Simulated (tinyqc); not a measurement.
Charge control and current of a heterostructure field-effect transistor. Inputs raised by 5 %, one at a time. Computed by tinyqc, a small Python program. Command: `OMP_NUM_THREADS=1 python tinyqc.py 3006470 3006471 out.jsonl hemt sens`. One thread of a shared host (Intel(R) Xeon(R) Processor @ 2.30GHz), about 0.02 s of CPU time with the checks.

Two subbands in a triangular well; E_F is counted from the conduction band edge of the channel at the interface.

Inputs (values chosen for the exercise, modelled on AlGaN/GaN): channel mass m = 0.2 m_0; permittivity eps (barrier and channel) = 9.36; barrier thickness d = 18 nm; Schottky barrier phi_B = 1.1 eV; conduction band offset dE_c = 0.5 eV; polarisation charge sigma/e = 1.7e+13 1/cm^2; gate voltage V_G = 0 V; mobility mu = 1700 cm^2/(V s); saturation velocity v_s = 1.4 1e7 cm/s; gate length L = 130 nm; source resistance R_S = 0 ohm mm; temperature T = 300 K; mixing = 0.5; iteration cap = 200.

Charge source: polarisation. Velocity law: smooth.

Constants: e = 1.602176634e-19 C; eps_0 = 8.8541878128e-12 F/m; k_B = 8.617333262e-05 eV/K; hbar = 1.054571817e-34 J s; m_0 = 9.1093837015e-31 kg; k_B = 1.380649e-23 J/K.

Method:
- Threshold V_T = phi_B - dE_c - sigma d/(eps eps_0) (in volts); C_b = eps eps_0/d.
- Charge control: n_s = C_b (V_G - V_T - E_F/e)/e. Well: mean field F = e n_s/(2 eps eps_0), E_i = (hbar^2/2m)^(1/3) [(3 pi e F/2)(i + 3/4)]^(2/3), i = 0, 1; n_s = D k_B T sum_i ln(1 + exp((E_F - E_i)/k_B T)), D = m/(pi hbar^2), which is solved in closed form for E_F.
- Iteration from n_s = C_b (V_G - V_T)/(2e): E_F from n_s, n_out from the charge control, n_new = n_s + mixing (n_out - n_s), kept above n_s/10; stop when |n_out/n_s - 1| < 1e-9.
- C_g = e dn_s/dV_G = 1/(1/C_b + 1/C_q), 1/C_q = d(E_F/e)/d(e n_s) by a central difference of +/- 0.1 % in n_s; added distance dd = eps eps_0/C_q.
- With V = e n_s/C_g and V_c = v_s L/mu: for v = mu F/(1 + mu F/v_s), V_Dsat = V_c (sqrt(1 + 2V/V_c) - 1) and I/W = C_g v_s (V - V_Dsat); g_m = dI/dV; extrinsic g_m/(1 + g_m R_S); f_T = g_m/(2 pi C_g L).

Runs; columns: (1) input moved; (2) from; (3) to; (4) sheet density n_s (1/cm^2); (5) saturation current I/W (mA/mm); (6) intrinsic f_T (GHz); (7) gate capacitance C_g (microfarad/cm^2):
```
(1)                                         (2)        (3)         (4)     (5)     (6)      (7)
base run                                      -          -  1.3801e+13  2528.0  154.10  0.42518
channel mass m (m_0)                        0.2       0.21  1.3837e+13  2534.6  154.10  0.42613
permittivity eps (barrier and channel)     9.36      9.828  1.3685e+13  2492.8  153.62  0.44535
barrier thickness d (nm)                     18       18.9  1.3942e+13  2567.9  154.56  0.40647
Schottky barrier phi_B (eV)                 1.1      1.155  1.3655e+13  2498.6  154.01  0.42511
polarisation charge sigma/e (1/cm^2)    1.7e+13  1.785e+13  1.4586e+13  2686.4  154.56  0.42554
saturation velocity v_s (1e7 cm/s)          1.4       1.47  1.3801e+13  2641.2  161.36  0.42518
gate length L (nm)                          130      136.5  1.3801e+13  2515.4  146.36  0.42518
```

Exponents ln(y'/y) / ln(x'/x):
```
input                                   sheet density n_s  saturation current I/W  intrinsic f_T  gate capacitance C_g
channel mass m                                      0.053                   0.054          0.000                 0.046
permittivity eps (barrier and channel)             -0.173                  -0.288         -0.063                 0.950
barrier thickness d                                 0.209                   0.321          0.062                -0.922
Schottky barrier phi_B                             -0.218                  -0.240         -0.012                -0.003
polarisation charge sigma/e                         1.134                   1.245          0.061                 0.017
saturation velocity v_s                             0.000                   0.898          0.944                 0.000
gate length L                                       0.000                  -0.102         -1.056                 0.000
```

Which inputs matter most for each result?

Among the inputs moved here: sheet density n_s answers most in size to polarisation charge sigma/e (exponent +1.134), next to Schottky barrier phi_B (-0.218); its exponent is below 0.0005 for saturation velocity v_s, gate length L. saturation current I/W answers most in size to polarisation charge sigma/e (exponent +1.245), next to saturation velocity v_s (+0.898). Intrinsic f_T answers most in size to gate length L (exponent -1.056), next to saturation velocity v_s (+0.944); its exponent is below 0.0005 for channel mass m. Gate capacitance C_g answers most in size to permittivity eps (barrier and channel) (exponent +0.950), next to barrier thickness d (-0.922); its exponent is below 0.0005 for saturation velocity v_s, gate length L.

Caution (rows base run, channel mass m, barrier thickness d, Schottky barrier phi_B, polarisation charge sigma/e, saturation velocity v_s, gate length L): E_F lies above the conduction band minimum of the barrier, so electrons would spill into the barrier.

Extremes, crossings and ranges named in words are read from the listed rows.
